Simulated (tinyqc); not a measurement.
Carrier statistics of a doped semiconductor with parabolic bands: one step. The neutral state. Five cases, with inputs chosen for the exercise.

Question. Solve the neutrality condition for EF to convergence.

Energies are counted from Ev, so Ec = Eg. n = Nc F_1/2((EF - Eg)/kT), p = Nv F_1/2(-EF/kT), ND+ = ND/(1 + 2 exp((EF - Eg + ED)/kT)), NA- = NA/(1 + 4 exp((EA - EF)/kT)); neutrality asks p + ND+ = n + NA-. F_j(eta) = (1/Gamma(j + 1)) integral_0^infinity x^j dx/(1 + exp(x - eta)), which tends to exp(eta) for eta << 0.

Give: EF; n; p; ND+; NA-.

Case 1.

Values chosen (near those of GaAs; not measured data): ND = 1.2e+15 1/cm^3 (donors); NA = 4.5e+12 1/cm^3 (acceptors); ED = 0.00601 eV (donor level below Ec); EA = 0.0254 eV (acceptor level above Ev).

Eg = 1.4855000 eV
kT = 0.01723467 eV
Nc = 2.237560e+17 1/cm^3
Nv = 5.004613e+18 1/cm^3

Answer.

EF = 1.3951 eV
n = 1.18e+15 1/cm^3
p = 3.50e-17 1/cm^3
ND+ = 1.18e+15 1/cm^3
NA- = 4.50e+12 1/cm^3

The material is n-type; 98.5 % of the donors are ionised. EF lies 5.25 kT inside the gap from the conduction edge, so Boltzmann statistics would serve; n p/(Nc Nv exp(-Eg/kT)) = 0.998.

Case 2.

Values chosen (near those of InSb; not measured data): ND = 5.5e+13 1/cm^3 (donors); NA = 8e+15 1/cm^3 (acceptors); ED = 0.00102 eV (donor level below Ec); EA = 0.0105 eV (acceptor level above Ev).

Eg = 0.0789680 eV
kT = 0.05385833 eV
Nc = 1.079980e+17 1/cm^3
Nv = 2.330220e+19 1/cm^3

Answer.

EF = 0.2173 eV
n = 4.02e+17 1/cm^3
p = 4.09e+17 1/cm^3
ND+ = 1.99e+12 1/cm^3
NA- = 7.37e+15 1/cm^3

The material is nearly intrinsic; 92.1 % of the acceptors are ionised. EF lies 4.04 kT inside the gap from the valence edge, but within 3 kT of the other edge or beyond it, so the Fermi integral is needed; n p/(Nc Nv exp(-Eg/kT)) = 0.283.

Case 3.

Values chosen (near those of SiC; not measured data): ND = 5.7e+12 1/cm^3 (donors); NA = 3.9e+15 1/cm^3 (acceptors); ED = 0.0592 eV (donor level below Ec); EA = 0.206 eV (acceptor level above Ev).

Eg = 3.1895491 eV
kT = 0.03016067 eV
Nc = 2.301997e+19 1/cm^3
Nv = 3.976897e+19 1/cm^3

Answer.

EF = 0.2859 eV
n = 3.56e-23 1/cm^3
p = 3.04e+15 1/cm^3
ND+ = 5.70e+12 1/cm^3
NA- = 3.04e+15 1/cm^3

The material is p-type; 78.0 % of the acceptors are ionised. EF lies 9.48 kT inside the gap from the valence edge, so Boltzmann statistics would serve; n p/(Nc Nv exp(-Eg/kT)) = 1.000.

Case 4.

Values chosen (near those of Ge; not measured data): ND = 5e+15 1/cm^3 (donors); NA = 2.6e+15 1/cm^3 (acceptors); ED = 0.012 eV (donor level below Ec); EA = 0.0116 eV (acceptor level above Ev).

Eg = 0.7215200 eV
kT = 0.01292600 eV
Nc = 3.585897e+18 1/cm^3
Nv = 1.728864e+18 1/cm^3

Answer.

EF = 0.6270 eV
n = 2.38e+15 1/cm^3
p = 0.00149 1/cm^3
ND+ = 4.98e+15 1/cm^3
NA- = 2.60e+15 1/cm^3

The material is n-type; 99.7 % of the donors are ionised. EF lies 7.32 kT inside the gap from the conduction edge, so Boltzmann statistics would serve; n p/(Nc Nv exp(-Eg/kT)) = 1.000.

Case 5.

Values chosen (near those of Ge; not measured data): ND = 2.9e+16 1/cm^3 (donors); NA = 1.5e+16 1/cm^3 (acceptors); ED = 0.0119 eV (donor level below Ec); EA = 0.0108 eV (acceptor level above Ev).

Eg = 0.5862757 eV
kT = 0.04308667 eV
Nc = 2.099987e+19 1/cm^3
Nv = 1.054846e+19 1/cm^3

Answer.

EF = 0.2961 eV
n = 2.49e+16 1/cm^3
p = 1.09e+16 1/cm^3
ND+ = 2.89e+16 1/cm^3
NA- = 1.49e+16 1/cm^3

The material is n-type; 99.7 % of the donors are ionised. EF lies 6.74 kT inside the gap from the conduction edge, so Boltzmann statistics would serve; n p/(Nc Nv exp(-Eg/kT)) = 0.999.

Computed by tinyqc, one run a case: `OMP_NUM_THREADS=1 python tinyqc.py N N+1 out.jsonl` with N = 1681835, 1682088, 1682155, 1682195, 1682335; one thread of a shared Intel(R) Xeon(R) Processor @ 2.30GHz, about 0.01 s a run at most.
